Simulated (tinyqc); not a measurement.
# Raising the compensation

Model: heavy doping: band filling, gap narrowing, band tails and the effective intrinsic density. Computed by tinyqc, a small Python program. Command: `OMP_NUM_THREADS=1 python tinyqc.py 3004080 3004081 out.jsonl gapnarrow sweep`. One thread of a shared host (Intel(R) Xeon(R) Processor @ 2.30GHz), about 0.05 s of CPU time with the checks.

An n-type crystal above its Mott density, with all dopants ionised: n = N_D - N_A, ionised centres N_I = N_D + N_A. Valleys are taken as spherical with mass m_e.

Inputs (values chosen for the exercise, modelled on silicon):
```
quantity,value,unit
gap E_g,1.1,eV
electron mass m_e,0.321,m_0
valleys M_c,6,-
dielectric constant eps,11.6,-
donor density N_D,2.2e+20,cm^-3
temperature T,150,K
```

Conduction band: parabolic.

Constants: a_0 = 0.529177210903 angstrom; Ry = 13.605693123 eV; k_B = 8.617333262e-05 eV/K; hbar^2/(2 m_0) = 3.80998212 eV angstrom^2; e = 1.602176634e-19 C; eps_0 = 8.8541878128e-12 F/m; e^2/(4 pi eps_0) = 14.39964548 eV angstrom.

Method:
- n = N_D (1 - ratio); Ry* = Ry m_e/eps^2, a* = a_0 eps/m_e; r_s = (3/(4 pi n))^(1/3)/a*; k_F = (3 pi^2 n/M_c)^(1/3); Mott density (0.26/a*)^3.
- n = M_c (1/(2 pi^2)) (m_e/(hbar^2/2m_0))^(3/2) int sqrt(E) f dE, f = 1/(1 + exp((E - E_F)/k_B T)); trapezoid rule in t = sqrt(E/k_B T), step 0.02 up to 12; E_F by bisection from the band edge.
- At T = 0, E_F = (hbar^2/2m_0) k_F^2/m_e; dn/dE_F uses f (1 - f)/k_B T in place of f.
- Screening: q^2 = (e/(eps eps_0)) dn/dE_F. Exchange lowers the conduction band by (1/pi) k_F e^2/(4 pi eps_0 eps) (T = 0 Hartree-Fock at k_F, taken as a rigid shift). Screening raises the valence band by (q/2) e^2/(4 pi eps_0 eps) (static Coulomb hole). The narrowing is the sum; electron correlation and carrier-ion shifts are left out. Root-mean-square potential of randomly placed ions: V_rms = (e^2/(4 pi eps_0 eps)) sqrt(2 pi N_I/q).

One run for each value:
```
compensation ratio N_A/N_D,E_F above the band edge (meV),V_rms (meV),screening length 1/q (angstrom),gap narrowing (meV)
0.00,124.3,102.8,4.958,165.8
0.10,115.7,108.8,5.049,162.1
0.20,106.7,114.8,5.155,158.1
0.35,92.6,124.0,5.348,151.2
0.50,77.2,133.9,5.610,142.9
0.65,59.9,145.3,6.007,131.9
0.80,39.2,161.2,6.775,115.4
0.90,20.7,181.4,8.135,95.1
```

What does the table show, and why?

Over the rows, E_F above the band edge (meV) falls from 124 to 20.7; V_rms (meV) rises from 103 to 181; screening length 1/q (angstrom) rises from 4.96 to 8.14. Compensation removes screening electrons and adds ions, so V_rms/E_F goes from 0.83 to 8.77.

Caution (all rows): the screening length is well below a*, where static Thomas-Fermi screening overstates the Coulomb hole. Caution (rows 0, 0.100): E_F exceeds a tenth of the gap, so the parabolic band overstates it, by tens of per cent once E_F nears E_g; higher valleys may fill as well. Caution (rows 0.200, 0.350, 0.500, 0.650, 0.800, 0.900): V_rms exceeds both E_F and k_B T, so band tails reshape the edge. Caution (rows 0.900): E_F is less than 2 k_B T above the edge: the T = 0 exchange term overstates the shift, and an absorption edge at k_F has no meaning.
